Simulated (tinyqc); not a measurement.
Dispersion against the sound-wave line: Born-von Karman spring model of a cubic crystal with one atom per cell. Computed by tinyqc, a small Python program. Command: `OMP_NUM_THREADS=1 python tinyqc.py 3028002 3028003 out.jsonl springs walk`. One thread of a shared host (Intel(R) Xeon(R) Processor @ 2.30GHz), about 0.1 s of CPU time with the checks.

First neighbours lie at a/2 (1,1,1) (8 of them), second at a (1,0,0) (6), with all permutations and signs; the volume per atom is Omega = a^3/2.

Inputs (values chosen for the exercise, for a model crystal): atomic mass M = 186 u; radial spring k1L = 3.27 eV/angstrom^2; transverse spring k1T = 0 eV/angstrom^2; radial spring k2L = 1.9 eV/angstrom^2; transverse spring k2T = 0 eV/angstrom^2.

Lattice: bcc.

Constants: nu for 1 eV/(angstrom^2 u) = 15.6333042 THz.

Method:
- A neighbour at R with unit vector n couples by the matrix K(R) = kL n n^T + kT (1 - n n^T), and D(q) = (1/M) sum_R K(R) [1 - cos(q.R)].
- An eigenvalue lambda of D in eV/(angstrom^2 u) gives nu = 15.6333042 THz x sqrt(lambda).
- The last column divides the top branch by the straight line with its slope at G. End points in 2 pi/a: H = (1, 0, 0), N = (0.5, 0.5, 0).

Frequencies (THz) along two lines:
```
line  fraction of the way    nu 1    nu 2    nu 3  nu 3 / linear
G-H                  0.10  0.7489  0.7489  1.2306        0.98812
G-H                  0.25  1.8319  1.8319  2.8895        0.92805
G-H                  0.40  2.8138  2.8138  4.1170        0.82644
G-H                  0.55  3.6401  3.6401  4.7950        0.70003
G-H                  0.70  4.2653  4.2653  4.9728        0.57042
G-H                  0.85  4.6548  4.6548  4.8709        0.46013
G-H                  1.00  4.7870  4.7870  4.7870        0.38438
G-N                  0.10  0.4943  0.5295  0.8973        0.99589
G-N                  0.25  1.2093  1.2954  2.1951        0.97450
G-N                  0.40  1.8575  1.9896  3.3716        0.93549
G-N                  0.55  2.4030  2.5739  4.3617        0.88016
G-N                  0.70  2.8157  3.0160  5.1108        0.81033
G-N                  0.85  3.0728  3.2914  5.5775        0.72827
G-N                  1.00  3.1601  3.3850  5.7360        0.63662
```

What follows from these numbers?

Along G-H the top branch ends at 38 % of its linear extrapolation. Along G-N the top branch ends at 64 % of its linear extrapolation, which is the 2/pi of a pure sine: planes normal to this line couple to their next planes alone. A Debye model keeps the straight line throughout.
